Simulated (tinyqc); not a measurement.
Rapid thermal processing of a wafer: radiative balance, ramp and cooling, pattern effects, pyrometer error and spike budget: one step, computed by the program tinyqc.

The wafer is opaque and uniform through its thickness unless said otherwise; temperatures in formulas are in kelvin (C + 273.15). sigma = 5.670374419e-12 W/(cm^2 K^4).

Question. Pattern effect. At steady state a sinusoidal change of absorbed power of relative amplitude a and period p gives the temperature amplitude a q/(dq/dT + k d (2 pi/p)^2); healing length l = sqrt(k d/(dq/dT)); process change = E_a dT/(k_B T^2). Emissivity is taken as unchanged.

Inputs (values chosen for the exercise, modelled on a hot silicon wafer):
```
quantity                                        value        unit
wafer thickness d                                 725  micrometre
thermal conductivity k                           0.26    W/(cm K)
wall temperature T_w                              300           K
process temperature                               699           C
relative change of absorptivity over a pattern    1.9           %
period of the pattern                              12          mm
activation energy of the process E_a              2.7          eV
```

dq/dT = 14.94983 mW/(cm^2 K)

holding power q = 4.204263 W/cm^2

Constants: k_B = 8.617333262e-05 eV/K.

Give: healing length l; amplitude without lateral conduction; amplitude; change of the process rate.

Answer.

healing length l = 11.229 mm

amplitude without lateral conduction = 5.3433 K

amplitude = 0.15023 K

change of the process rate = 0.49805 %

Lateral conduction cuts the amplitude to 2.8 %, since p/(2 pi l) = 0.17.
